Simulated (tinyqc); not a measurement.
Worked calculation: plane-wave Kohn-Sham cycle with exchange-only LDA in a layered model solid. Computed by tinyqc, a small Python program that keeps every step. Settings: points = 16, plane-wave index or count = 2, electrons = 2, k points = 2, area = 18.0, mixing = 1.0, iteration cap = 78, Kerker q0 = 0.82. Command: `OMP_NUM_THREADS=1 python tinyqc.py 30855 30856 out.jsonl` (the two numbers bound the seeds that draw the settings). One thread of a shared host (Intel(R) Xeon(R) Processor @ 2.60GHz), about 0.01 s of CPU time with the checks. Later iterations appear only in the table of the cycle.

## Iteration 1: potential

A solid whose potential varies along x alone (atomic units):
```
parameter,value
period a,15.600000
cross-section of the cell,18.000000
electrons per cell,2
grid points,16
"plane waves -n..n, n",2
k points,2
V1 in V1 cos(2 pi x/a),-0.460000
```

density at the start, on the grid x_j = j a/N (e/bohr^3): 0.00712251  0.00712251  0.00712251  0.00712251  0.00712251  0.00712251  0.00712251  0.00712251  0.00712251  0.00712251  0.00712251  0.00712251  0.00712251  0.00712251  0.00712251  0.00712251

V_H(G) = 4 pi rho(G)/G^2 for G != 0 (uniform background); v_x = -(3 rho/pi)^(1/3); V = V_ext + V_H + v_x; Fourier components f(G_m) = (1/N) sum_j f(x_j) exp(-i G_m x_j).

Potentials on the grid (hartree):
```
x,V_ext,V_H,v_x,V
0.000000,-0.460000,0.000000,-0.189468,-0.649468
0.975000,-0.424985,0.000000,-0.189468,-0.614452
1.950000,-0.325269,0.000000,-0.189468,-0.514737
2.925000,-0.176034,0.000000,-0.189468,-0.365502
3.900000,0,0.000000,-0.189468,-0.189468
4.875000,0.176034,0.000000,-0.189468,-0.013433
5.850000,0.325269,0.000000,-0.189468,0.135802
6.825000,0.424985,0.000000,-0.189468,0.235517
7.800000,0.460000,0.000000,-0.189468,0.270532
8.775000,0.424985,0.000000,-0.189468,0.235517
9.750000,0.325269,0.000000,-0.189468,0.135802
10.725000,0.176034,0.000000,-0.189468,-0.013433
11.700000,0,0.000000,-0.189468,-0.189468
12.675000,-0.176034,0.000000,-0.189468,-0.365502
13.650000,-0.325269,0.000000,-0.189468,-0.514737
14.625000,-0.424985,0.000000,-0.189468,-0.614452
```

V(G_m), m = 0, 1, 2, ... (hartree): -0.189468  -0.230000  0.000000  0.000000  0.000000

## Iteration 1: Hamiltonian at one k

k = 0.250000 2 pi / a

H(m,m') = (k + G_m)^2/2 delta + V(G_m - G_m'), with V(-G) = V(G).

H (hartree), lower triangle:
```
,-2,-1,+0,+1,+2
-2,0.058935
-1,-0.230000,-0.143842
+0,0.000000,-0.230000,-0.184398
+1,0.000000,0.000000,-0.230000,-0.062731
+2,0.000000,0.000000,0.000000,-0.230000,0.221158
```

## Iteration 1: levels at that k

Diagonalise the Hermitian matrix.

eigenvalues (hartree): -0.514122  -0.244433  0.014180  0.248619  0.384878

## Iteration 1: new density

Motion across x is left out: the lowest 1 band(s) hold two electrons at each of the k points (j + 1/2)/nk - 1/2. Residual R = rho(out) - rho(in); rho(new) = rho(in) + 1 R, with R(G) scaled by G^2/(G^2 + 0.82^2) (Kerker). rho(out) = 2/(a A nk) sum |psi|^2 with psi = sum c exp(i G x). Harris energy E = band energy - dV sum rho (V_H/2 + v_x) + (3/4) dV sum rho v_x with rho(in), dV = a A/N, band energy = (2/nk) sum of the filled levels.

rho(out) (e/bohr^3): 0.02829726  0.02361496  0.01342771  0.00481095  0.00089987  0.00005688  0.00000124  0.00000724  0.00002516  0.00000724  0.00000124  0.00005688  0.00089987  0.00481095  0.01342771  0.02361496

density after iteration 1 (e/bohr^3): 0.01458853  0.01215487  0.00729855  0.00423054  0.00419024  0.00540931  0.00629832  0.00669531  0.00681733  0.00669531  0.00629832  0.00540931  0.00419024  0.00423054  0.00729855  0.01215487

energy per cell = -0.93351029 hartree

## Iteration 2: potential

As before.

Potentials on the grid (hartree):
```
x,V_ext,V_H,v_x,V
0.000000,-0.460000,0.256200,-0.240618,-0.444418
0.975000,-0.424985,0.214176,-0.226416,-0.437225
1.950000,-0.325269,0.114547,-0.191016,-0.401738
2.925000,-0.176034,0.010847,-0.159266,-0.324453
3.900000,0,-0.061493,-0.158758,-0.220252
4.875000,0.176034,-0.100031,-0.172864,-0.096860
5.850000,0.325269,-0.117685,-0.181858,0.025726
6.825000,0.424985,-0.124992,-0.185601,0.114391
7.800000,0.460000,-0.126938,-0.186722,0.146340
8.775000,0.424985,-0.124992,-0.185601,0.114391
9.750000,0.325269,-0.117685,-0.181858,0.025726
10.725000,0.176034,-0.100031,-0.172864,-0.096860
11.700000,0,-0.061493,-0.158758,-0.220252
12.675000,-0.176034,0.010847,-0.159266,-0.324453
13.650000,-0.325269,0.114547,-0.191016,-0.401738
14.625000,-0.424985,0.214176,-0.226416,-0.437225
```

V(G_m), m = 0, 1, 2, ... (hartree): -0.186181  -0.149296  0.017606  0.000757  0.000840

## Iteration 2: Hamiltonian at one k

k = 0.250000 2 pi / a

As before.

H (hartree), lower triangle:
```
,-2,-1,+0,+1,+2
-2,0.062222
-1,-0.149296,-0.140556
+0,0.017606,-0.149296,-0.181112
+1,0.000757,0.017606,-0.149296,-0.059445
+2,0.000840,0.000757,0.017606,-0.149296,0.224444
```

## Iteration 2: levels at that k

As before.

eigenvalues (hartree): -0.364861  -0.190512  -0.011092  0.166829  0.305190

## Iteration 2: new density

As before.

rho(out) (e/bohr^3): 0.02506154  0.02166358  0.01386981  0.00639840  0.00202712  0.00041554  0.00005685  0.00001251  0.00001096  0.00001251  0.00005685  0.00041554  0.00202712  0.00639840  0.01386981  0.02166358

density after iteration 2 (e/bohr^3): 0.01701512  0.01438288  0.00874755  0.00432781  0.00307794  0.00392423  0.00511125  0.00585511  0.00609146  0.00585511  0.00511125  0.00392423  0.00307794  0.00432781  0.00874755  0.01438288

energy per cell = -0.67609850 hartree

## Convergence

Stop when sqrt(dV sum R^2) is below 1e-8, dV = a A/N.

Course of the cycle:
```
iteration,E (hartree),norm of the residual
1,-0.93351029,1.63e-01
2,-0.67609850,1.08e-01
3,-0.54942285,7.22e-02
4,-0.49778864,4.85e-02
5,-0.48146666,2.99e-02
6,-0.47755067,1.50e-02
7,-0.47679927,6.78e-03
8,-0.47666305,3.14e-03
9,-0.47663874,1.43e-03
10,-0.47663374,6.80e-04
11,-0.47663278,3.11e-04
...,...,...
20,-0.47663250,6.73e-07
21,-0.47663250,3.51e-07
22,-0.47663250,2.44e-07
23,-0.47663250,1.41e-07
24,-0.47663250,9.64e-08
25,-0.47663250,5.90e-08
26,-0.47663250,3.95e-08
27,-0.47663250,2.49e-08
28,-0.47663250,1.64e-08
29,-0.47663250,1.06e-08
30,-0.47663250,7.19e-09
```

Converged in 30 iterations. Before convergence this energy mixes input and output and is not variational, so it may rise towards its limit.
